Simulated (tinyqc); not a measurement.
Thermal and gravitational stress in a wafer during furnace and rapid thermal processing, and the onset of slip: one step, computed by the program tinyqc. Command: `OMP_NUM_THREADS=1 python tinyqc.py 3030780 3030781 out.jsonl slip walk`. One thread of a shared host (Intel(R) Xeon(R) Processor @ 2.30GHz), about 0.01 s of CPU time with the checks.

A thin free disc in plane stress, isotropic; T(r) = T_centre + dT (r/R)^n with n = 2. Stress is positive in tension; sigma_SB = 5.670374419e-8 W/(m^2 K^4), g = 9.80665 m/s^2.

Problem. Ramp rate in a batch furnace. Critical resolved stress tau_c = A exp(U/(k_B T)), a form chosen for the exercise; slip when 0.492799 |s_tt(R)| > tau_c; allowed |dT| = tau_c (n + 2)/(0.492799 n alpha E). In a stack heated from the rim, heat flows inward by conduction and by radiation between wafers: k_eff = k + (16/3) sigma_SB T^3 s^2/t (a diffusion estimate with the spacing as path length). A steady ramp gives the parabolic lag dT = rho c (ramp) R^2/(4 k_eff); the allowed ramp uses n = 2.

Inputs (values chosen for the exercise, modelled on silicon):

| quantity | value | unit |
|---|---|---|
| wafer radius R | 75 | mm |
| thickness t | 675 | micrometre |
| Young's modulus E | 158 | GPa |
| expansion alpha | 4.48 | 1e-6/K |
| temperature T | 1475 | K |
| prefactor A of the critical stress | 0.00031 | MPa |
| energy U of the critical stress | 1.06 | eV |
| density rho | 2330 | kg/m^3 |
| heat capacity c | 918 | J/(kg K) |
| conductivity k | 24.6 | W/(m K) |
| wafer spacing s | 9.2 | mm |
| ramp rate | 1.7 | K/min |

Constants: k_B = 8.617333262e-05 eV/K.

Give: k_eff; lag of the centre; allowed ramp rate.

Solution.

k_eff = 146.29 W/(m K)

lag of the centre = 0.58256 K

allowed ramp rate = 21.712 K/min

Radiation carries 83 % of the inward flow. The ramp is 0.08 of the allowed one.
